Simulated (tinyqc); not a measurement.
Worked calculation: valley-orbit splitting of a donor ground state, with strain. Computed by tinyqc, a small Python program that keeps every step. Command: `OMP_NUM_THREADS=1 python tinyqc.py 3021029 3021030 out.jsonl valleyorbit walk`. One thread of a shared host (Intel(R) Xeon(R) Processor @ 2.30GHz), about 0.01 s of CPU time with the checks. Intermediate numbers are printed to about 7 digits and carried at full precision; extremes and crossings named in words are read from the listed rows.

The basis is the 1s envelope in each valley; energies are counted from the unstrained conduction-band edge. The strain is e_s (a a^T - 1/3) for the unit stress axis a, so valley j along n_j moves by Xi_u e_s w_j with w_j = (n_j.a)^2 - 1/3: +1/3 for [111] and [-1-11], -1/3 for the others.

Inputs (values chosen for the exercise, modelled on donors in germanium):

| quantity | value | unit |
|---|---|---|
| single-valley binding energy E_0 | 9.63 | meV |
| central-cell shift Lambda | 0.35 | meV |
| coupling Delta_1 | 0.7 | meV |
| shear deformation potential Xi_u | 16.8 | eV |
| shear strain e_s | 0.0015 | - |
| temperature T | 300 | K |
| donor density N_D | 2.3e+16 | cm^-3 |
| density-of-states mass of one valley m_e | 0.214 | m_0 |

Valleys: four along <111>. Stress axis: [110].

Constants: k_B = 8.617333262e-05 eV/K; m_0 = 9.1093837015e-31 kg; k_B = 1.380649e-23 J/K; h = 6.62607015e-34 J s.

## Levels without strain

By symmetry: E(A1) = E_0 + Lambda + 3 Delta_1 (one state), E(T2) = E_0 + Lambda - Delta_1 (three), as binding energies.

E(A1) = 12.08 meV

E(T2) = 9.28 meV

Only A1 has all valley amplitudes in phase, so only it has weight at the nucleus.

## The valley matrix under strain

H_jj = -(E_0 + Lambda) + Xi_u e_s w_j; H_jk = -Delta_1 between any two valleys.

H (meV), lower triangle (symmetric):
```
         [111]  [1-1-1]  [-11-1]  [-1-11]
[111]    -1.58
[1-1-1]  -0.70   -18.38
[-11-1]  -0.70    -0.70   -18.38
[-1-11]  -0.70    -0.70    -0.70    -1.58
```

## Levels and ground state under strain

Diagonalise H; the ground vector has positive components. The density at the nucleus, and so the contact hyperfine coupling, scales as (sum_j c_j)^2/(number of valleys), which is 1 without strain; the envelopes are held fixed.

levels (meV): -19.19587  -17.68000  -2.16413  -0.88000

valley amplitudes of the ground state: [111] 0.0583225, [1-1-1] 0.7046974, [-11-1] 0.7046974, [-1-11] 0.0583225

hyperfine ratio A/A_0 = 0.5821995

The valleys that move down hold 99.3 % of the ground state, against 50.0 % without strain.

## Binding energy under strain

The binding energy is counted from the lowest valley edge, min_j Xi_u e_s w_j; the gap is from the ground state to the next level.

binding energy under strain = 10.79587 meV

gap to the first excited state = 1.515868 meV

## Populations and ionisation

z = sum over levels of exp(-(E - E_ground)/k_B T), the ground-state share being 1/z; N_c = 2 (2 pi m_e k_B T/h^2)^(3/2) sum_j exp(-(shift_j - lowest shift)/k_B T); n1 = N_c/(2 z) exp(-binding/k_B T), binding = lowest shift - E_ground; without compensation n = 2 N_D/(1 + sqrt(1 + 4 N_D/n1)) (Boltzmann statistics; p and higher states left out).

partition sum z = 2.952900

share of neutral donors in the ground state = 0.3386501

N_c = 7.562620e+18 cm^-3

n1 = 8.433948e+17 cm^-3

free electrons n = 2.240482e+16 cm^-3

Caution: k_B T exceeds a third of E_0, so the p and higher states, left out, hold part of the bound electrons. Caution: at this donor density neighbouring orbits begin to overlap and the depth shrinks, which a fixed level leaves out.

## Strain dependence

The contact hyperfine ratio is A/A_0 = (sum_j c_j)^2/(number of valleys), c_j the valley amplitudes of the ground state; binding from the lowest valley edge.

Against strain:

| e_s | Xi_u e_s (w_max - w_min) (meV) | binding (meV) | gap to next level (meV) | A/A_0 |
|---|---|---|---|---|
| -0.01200 | -134.40 | 10.69458 | 1.414582 | 0.5104144 |
| -0.00450 | -50.40 | 10.71886 | 1.438859 | 0.5277350 |
| -0.00150 | -16.80 | 10.79587 | 1.515868 | 0.5821995 |
| -0.00045 | -5.04 | 11.04278 | 1.762776 | 0.7428215 |
| 0.00045 | 5.04 | 11.04278 | 1.762776 | 0.7428215 |
| 0.00150 | 16.80 | 10.79587 | 1.515868 | 0.5821995 |
| 0.00450 | 50.40 | 10.71886 | 1.438859 | 0.5277350 |
| 0.01200 | 134.40 | 10.69458 | 1.414582 | 0.5104144 |

A/A_0 falls for either sign of strain, to 0.510 and 0.510 at the ends; its limits are the shares of the valleys that end up lowest, 2/4 under compression and 2/4 under tension. Near zero strain A/A_0 changes in second order, the binding in first. The binding energy drops from 12.08 meV to 10.69 and 10.69 meV, since fewer valleys share the valley-orbit gain.

## Do the excited 1s states matter for ionisation?

No strain here. The last two columns set z = 1, with the A1 depth, or use one level at E_0 with z equal to the number of valleys.

Ionised share:

| T (K) | z | all 1s states | ground state alone | no splitting |
|---|---|---|---|---|
| 7 | 1.028921 | 3.876341e-05 | 3.931994e-05 | 1.498028e-04 |
| 12 | 1.200066 | 3.481322e-03 | 3.813067e-03 | 6.225802e-03 |
| 18 | 1.493351 | 2.925545e-02 | 3.563333e-02 | 3.917529e-02 |
| 25 | 1.817836 | 9.732820e-02 | 1.289089e-01 | 1.147377e-01 |
| 35 | 2.185602 | 2.343970e-01 | 3.253043e-01 | 2.563243e-01 |
| 56 | 2.679316 | 5.103764e-01 | 6.777487e-01 | 5.284083e-01 |
| 93 | 3.115368 | 7.740083e-01 | 9.015768e-01 | 7.818902e-01 |

z grows from 1.029 to 3.12 of at most 4. Leaving out the excited states overstates the ionised share by up to 38.8 % (at 35.0 K); ignoring the splitting misses by a factor 3.86 at the lowest T and 1.01 at the highest.

Checks made by the program: symmetry formulas against diagonalisation (relative difference below 1e-10).
